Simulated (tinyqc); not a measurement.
p-n junction with a stepped n side, non-linear Poisson equation by Newton steps: capacitance and field against bias.

One dimension, p side on the left, n side on the right; net doping C = -Na for x < 0, +N1 for 0 < x < L1 and +Nd beyond. The potential psi is counted from the intrinsic level, and the quasi-Fermi potentials are flat: 0 for holes and -V for electrons, so n = ni exp((psi + V)/Vt) and p = ni exp(-psi/Vt) (Boltzmann statistics, full ionisation, no current).

The Poisson equation d/dx(eps0 eps_r dpsi/dx) = -q (p - n + C) is solved on a mesh of more than 1000 nodes that ends in neutral material (psi_p = -Vt ln(Na/ni), psi_n = Vt ln(Nd/ni) - V). C_j = q d/dV of the integral of p over x, from the linearised equation. ni = sqrt(Nc Nv) exp(-Eg/(2 Vt)), Eg in volts. Depletion approximation: Vbi = Vt ln(Na Nd/ni^2), W = sqrt(2 eps0 eps_r (Vbi - V)(1/Na + 1/Nd)/q), xp = W Nd/(Na + Nd), xn = W Na/(Na + Nd), peak field 2 (Vbi - V)/W, capacitance eps0 eps_r/W. The last column applies it to an abrupt Na-Nd junction.

Parameters, values chosen for the exercise; band and dielectric values close to those of silicon:
```
symbol    value   unit                                 meaning
T           300      K                             temperature
Eg         1.11     eV                                band gap
eps_r      11.5                          relative permittivity
Nc      2.75e19  cm^-3  conduction-band density of states at T
Nv      2.64e19  cm^-3     valence-band density of states at T
Na       2.2e16  cm^-3          acceptor density of the p side
Nd       1.6e15  cm^-3             donor density of the n side
L1          400     nm              width of the first n layer
N1         8e15  cm^-3      donor density of the first n layer
```

Constants: q = 1.602176634e-19 C, kB = 1.380649e-23 J/K, Vt = kB T/q, eps0 = 8.8541878128e-14 F/cm where lengths are in cm. Results are converted to the units shown.

Results:
```
V (V),peak |E| (kV/cm),C_j (nF/cm^2),1/C_j^2 (cm^4/uF^2),eps0 eps_r/C_j (nm),abrupt depletion C (nF/cm^2)
0.1,32.26,29.00,1189,351.1,14.55
-0.36,43.34,21.08,2251,483.1,10.84
-0.81,51.52,16.06,3879,634.2,9.053
-1.27,57.75,11.83,7147,860.8,7.910
-2.18,66.45,8.270,1.462e4,1231,6.528
-2.63,69.90,7.388,1.832e4,1378,6.068
-3.09,73.08,6.727,2.210e4,1514,5.685
-3.54,75.93,6.226,2.580e4,1635,5.373
-4,78.65,5.814,2.958e4,1751,5.102
```

Estimate the missing row, V = -1.72 V.

Computed row:
```
V (V),peak |E| (kV/cm),C_j (nF/cm^2),1/C_j^2 (cm^4/uF^2),eps0 eps_r/C_j (nm),abrupt depletion C (nF/cm^2)
-1.72,62.43,9.605,1.084e4,1060,7.128
```

With this row back in the table: With V going from 0.1 to -4 V, C_j falls from 29.0 to 5.81 nF/cm^2 and the peak field rises from 32.3 to 78.7 kV/cm. The slope of 1/C_j^2, read as N = 2/(q eps0 eps_r |slope|), gives 5.31e15 cm^-3 between the first two rows and 1.49e15 cm^-3 between the last two, against Na Nd/(Na + Nd) = 1.49e15 cm^-3; it is not a straight line, so no single doping describes it. At the end C_j goes as (Vbi - V)^(-0.66) with Vbi = 0.675 V, and it is 14 % above the abrupt depletion formula (at the first row 99 % above it).

tinyqc, about 0.04 s, one thread, Intel Xeon 2.30GHz (shared host): `OMP_NUM_THREADS=1 python tinyqc.py 2000174 2000175 out.jsonl`
